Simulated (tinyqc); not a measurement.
Inside a calculation: heterojunction of two tight-binding chains. Values are carried at full precision from step to step, so a last printed digit may differ when a step is redone from the rounded ones.

Left chain: hopping -t1, sites at 2 t1 (band bottom 0). Right chain: hopping -t2, sites at dE + 2 t2 (bottom dE). t = c/(m a^2), c = hbar^2/2m0. The bond across the interface is -tc with tc = f sqrt(t1 t2), and the last left site has the extra energy U. In a chain E = bottom + 2t (1 - cos(ka)); the surface Green function of a half chain is g = -exp(ika)/t, with Im k > 0 where cos(ka) > 1.

Constants: hbar^2/2m0 = 3.80998211 eV angstrom^2.

Parameters, chosen for this exercise (masses and offset of the size met at Si / SiGe; the results hold for these values, not for the real material): a = 4 angstrom (site spacing); m1 = 0.186 m0 (mass on the left); m2 = 0.192 m0 (mass on the right); f = 1 (factor on the interface hopping); dE = 0.15 eV (band offset); E = 0.31 eV (electron energy); U = 0 eV (extra energy on the last left site).

## Hoppings

Form t1, t2 and tc.

t1 = 1.28024 eV
t2 = 1.24023 eV
tc = 1.26007 eV

## Wave numbers and velocities

The left chain has hopping t1 and band bottom 0, the right one t2 and dE. cos(ka) = 1 - (E - bottom)/(2t); dE/dk = 2 t a sin(ka).

ka (rad): left 0.497185, right 0.361137

dE/dk (eV angstrom): left 4.8849, right 3.5058

## Self-energies on the last left site

Hoppings t1 (left), t2 (right), tc (interface); g is the surface Green function of a half chain. The rest of the left chain gives S1 = t1^2 g1 = -t1 exp(i k1 a); the right chain gives S2 = tc^2 g2 = -(tc^2/t2) exp(i k2 a).

S1 = -1.12524-0.61061i eV
S2 = -1.19766-0.45236i eV

## Transmission

The last site of the left chain has energy 2 t1 + U, and S1, S2 are the self-energies of the two half chains on it. G = 1/(E - 2 t1 - U - S1 - S2); T = 4 Im(S1) Im(S2) |G|^2.

G = 0.0638-0.9364i 1/eV
T = 0.9733

A fraction 0.0267 is reflected although the electron lies above the step.

## Checks

- T from the Green function against 1 - |r|^2 from matching plane waves: both 0.973316.

Run: tinyqc, `OMP_NUM_THREADS=1 python tinyqc.py 1451602 1451603 out.jsonl`; Intel(R) Xeon(R) Processor @ 2.30GHz, one thread, shared host; about 0.01 s of CPU time with all checks.
